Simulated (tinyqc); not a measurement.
Changing the trap density N_t: admittance spectroscopy and thermally stimulated current of one trap level in a depletion layer. Computed by tinyqc, a small Python program. Command: `OMP_NUM_THREADS=1 python tinyqc.py 3113274 3113275 out.jsonl admit sweep`. One thread of a shared host (Intel(R) Xeon(R) Processor @ 2.30GHz), about 0.01 s of CPU time with the checks.

A Schottky junction on n-type material holds one donor-like electron trap; shallow donors are fully ionised and abrupt depletion edges are assumed.

Inputs (values chosen for the exercise, modelled on n-type germanium):
```
quantity                         value    unit
dielectric constant eps           16.4       -
density-of-states mass m         0.557     m_0
shallow doping N               7.1e+16  1/cm^3
trap depth E_t below the band    0.173      eV
capture cross section sigma    7.3e-15    cm^2
band bending V_b                  0.41       V
test frequency f                 20000      Hz
```

Constants: k_B = 1.380649e-23 J/K; m_0 = 9.1093837015e-31 kg; h = 6.62607015e-34 J s; k_B = 8.617333262e-05 eV/K; eps_0 = 8.8541878128e-12 F/m; e = 1.602176634e-19 C.

Method:
- N_c = 2 (2 pi m k_B T/h^2)^(3/2), v_th = sqrt(3 k_B T/m), emission rate e_n = sigma v_th N_c exp(-E_t/(k_B T)).
- Where the level crosses the Fermi level capture equals emission, so the trap follows the signal with the rate 2 e_n; G/omega peaks at omega = 2 e_n (the correction for large N_t/N is left out).
- Solve 2 e_n(T_p) = 2 pi f.
- With E_c - E_F = k_B T_p ln(N_c/N): lambda = sqrt(2 eps eps_0 (E_t - (E_c - E_F))/(e^2 N)); traps are empty and charged for x < x_t = w - lambda, and V_b = e (N w^2 + N_t x_t^2)/(2 eps eps_0). High frequency: C_hf = eps eps_0/w. Low frequency: C_lf = eps eps_0 (N + N_t)/(N w + N_t x_t).

One run for each value:
```
trap density N_t (1/cm^3)  step (C_lf - C_hf)/C_hf  small-N_t estimate (N_t/N)(lambda/w)  depletion width w (nm)
7.10e+14                                   0.00561                                0.0056                  102.21
1.50e+15                                   0.01181                                0.0119                  102.11
3.20e+15                                   0.02499                                0.0255                  101.88
6.90e+15                                   0.05298                                0.0552                  101.39
1.50e+16                                   0.11118                                0.1212                  100.40
3.10e+16                                   0.21571                                0.2549                   98.65
6.70e+16                                   0.41422                                0.5693                   95.47
1.40e+17                                   0.72455                                1.2486                   90.95
```

Describe and explain the trends.

Over the rows, step (C_lf - C_hf)/C_hf rises from 0.00561 to 0.725 (exponent d ln y / d ln x 0.99 between the first rows and 0.76 between the last); small-N_t estimate (N_t/N)(lambda/w) rises from 0.00563 to 1.25 (exponent d ln y / d ln x 1.0 between the first rows and 1.1 between the last); depletion width w (nm) falls from 102 to 91.0 (exponent d ln y / d ln x -0.0014 between the first rows and -0.066 between the last). At the low end the exponent of step (C_lf - C_hf)/C_hf is 0.99, close to 1: a dilute trap.

Caution (rows 3.10e16, 6.70e16, 1.40e17): N_t/N is not small, so the peak moves away from omega = 2 e_n.

Extremes, crossings and ranges named in words are read from the listed rows.
